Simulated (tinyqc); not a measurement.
Worked calculation: density of states of one tight-binding band on the square lattice. Values are carried at full precision from step to step, so a last printed digit may differ when a step is redone from the rounded ones.

E(k) = -2 t (c1 + c2) - 4 t2 c1 c2 with ci = cos(2 pi ki); k in fractions of the reciprocal vectors, mesh k_i = j/N with j = 0 .. N-1. Densities are per cell and per spin, so the band holds one state.

Inputs chosen for the exercise:
- t = 0.57 eV (nearest hopping)
- t2 = 0 eV (second hopping)
- N = 4 (mesh points along each axis)
- bins = 6 (bins of the histogram)
- E_lo = -2.313 eV (lower end of the histogram)
- E_hi = 2.317 eV (upper end)
- E = -1.38 eV (energy at which the density is wanted)
- sigma = 0.114 eV (Gaussian width)

## Energies on the mesh

Evaluate the band at all 16 points and collect equal values.

Distinct energies:
```
E_k (eV)  points
-2.2800        1
-1.1400        4
0.0000         6
1.1400         4
2.2800         1
```

The 16 points give 5 distinct energies between -2.2800 and 2.2800 eV; a dense mesh gives a band from -2.280 to 2.280 eV.

## Histogram

Count the points in equal bins from E_lo to E_hi; g = count/(all points x bin width).

Histogram:
```
from (eV)  to (eV)  points  g (1/eV)
-2.3130    -1.5413       1    0.0810
-1.5413    -0.7697       4    0.3240
-0.7697     0.0020       6    0.4860
0.0020      0.7737       0    0.0000
0.7737      1.5453       4    0.3240
1.5453      2.3170       1    0.0810
```

Empty bins: 1 of 6; the fullest holds 6 points. Empty bins inside the band come from the coarse mesh, not from gaps.

## Gaussian broadening at one energy

Gaussian broadening: g(E) = mean over the mesh of exp(-(E - E_k)^2/(2 sigma^2))/(sigma sqrt(2 pi)), n(E) = mean of erfc((E_k - E)/(sigma sqrt 2))/2.

Sum over the distinct energies with their counts.

n(E) = 0.0669
g(E) = 0.0954 1/eV

## One triangle of the mesh

For corner energies e1 <= e2 <= e3 and eij = ei - ej, the share of the triangle below E is n = (E - e1)^2/(e21 e31) for e1 < E < e2 and n = 1 - (e3 - E)^2/(e31 e32) for e2 < E < e3; its density of states is g = dn/dE.

corner energies, sorted (eV): -2.2800  -1.1400  0.0000

Find its share below E and its density of states at E.

n = 0.3116
g = 0.6925 1/eV

E lies between corners 1 and 2.

## Sum over all linear triangles

Each square of the mesh is cut along (i, j)-(i+1, j+1) into two triangles. For corner energies e1 <= e2 <= e3 and eij = ei - ej, the share of the triangle below E is n = (E - e1)^2/(e21 e31) for e1 < E < e2 and n = 1 - (e3 - E)^2/(e31 e32) for e2 < E < e3; its density of states is g = dn/dE.

Average n and g over all pieces of the mesh. The reference uses the same method with N = 240.

n(E) = 0.0779
g(E) = 0.1731 1/eV
reference n(E) = 0.141
reference g(E) = 0.177 1/eV

On this mesh the linear method errs by -0.004 1/eV in g and -0.063 in n; the Gaussian sum erred by -0.081 and -0.074.

## Checks

- States below the top of the band by the linear method against one: both 1.000000.
- Reference g(E) against K(1 - E^2/16 t^2)/(2 pi^2 t), K the complete elliptic integral of parameter m: both 0.177.

Run: tinyqc, `OMP_NUM_THREADS=1 python tinyqc.py 1680805 1680806 out.jsonl`; Intel(R) Xeon(R) Processor @ 2.30GHz, one thread, shared host; about 0.1 s of CPU time with all checks.
